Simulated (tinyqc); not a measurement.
## Channels and transmission from two resistances

Inverse problem. In a quantum Hall bar with M edge channels and a constriction of summed transmission Tc, the Hall resistance is R(2,6) = (h/q^2)/M and the longitudinal one across the constriction R(2,3) = (h/q^2)(1/Tc - 1/M). Find M and Tc.

Constants: q = 1.602176634e-19 C, h = 6.62607015e-34 J s. Results are converted to the units shown.

R(2,3) = 4.3021346 kohm
R(2,6) = 8.6042692 kohm

Solution. M = (h/q^2)/R(2,6), and the sum of the two resistances is (h/q^2)/Tc.

M = 3
Tc = 2.000

tinyqc, about 0.01 s, one thread, Intel Xeon 2.30GHz (shared host): `OMP_NUM_THREADS=1 python tinyqc.py 2700017 2700018 out.jsonl`
